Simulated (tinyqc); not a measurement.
Gas flow in a process chamber: flow regimes, conductance, effective pumping speed, pump-down, outgassing and purge: one step, computed by the program tinyqc. Command: `OMP_NUM_THREADS=1 python tinyqc.py 3120626 3120627 out.jsonl pump walk`. One thread of a shared host (Intel(R) Xeon(R) Processor @ 2.30GHz), about 0.08 s of CPU time with the checks.

Ideal gas, isothermal flow, a pump of constant speed at the end of a round pipe; process gas, volume gas and outgassing are given the same properties. 1 sccm = 101325 Pa x 1e-6 m^3/60 s x T/273.15 K.

Problem. Molecular flow. Mean speed c = sqrt(8 k_B T/(pi m)); aperture conductance C_a = c pi d^2/16; molecular pipe C_m = C_a/(1 + 3 l/(4 d)) (Dushman form); viscous pipe C_v = pi d^4 p_mean/(128 eta l); Knudsen interpolation C = C_v + C_m (1 + x)/(1 + 1.24 x), x = d p_mean sqrt(m/(k_B T))/eta. Effective speed 1/S_eff = 1/S + 1/C_m; time constant V/S_eff; pressure at which the free path k_B T/(sqrt2 pi d_m^2 p) equals d.

Inputs (values chosen for the exercise, modelled on hydrogen near room temperature): molar mass M = 2.016 g/mol; molecular diameter = 0.27 nm; temperature T = 350 K; chamber volume V = 220 L; pipe diameter d = 6.3 cm; pipe length l = 83 cm; pump speed S = 140 L/s.

Constants: k_B = 1.380649e-23 J/K; u = 1.6605390666e-27 kg.

Give: mean speed c; C_a; C_m; S_eff in molecular flow; time constant; pressure where the free path equals d.

Solution.

mean speed c = 1917 m/s

C_a = 1494 L/s

C_m = 137.3 L/s

S_eff in molecular flow = 69.32 L/s

time constant = 3.174 s

pressure where the free path equals d = 0.2368 Pa

The pipe passes on 50 % of the pump speed.
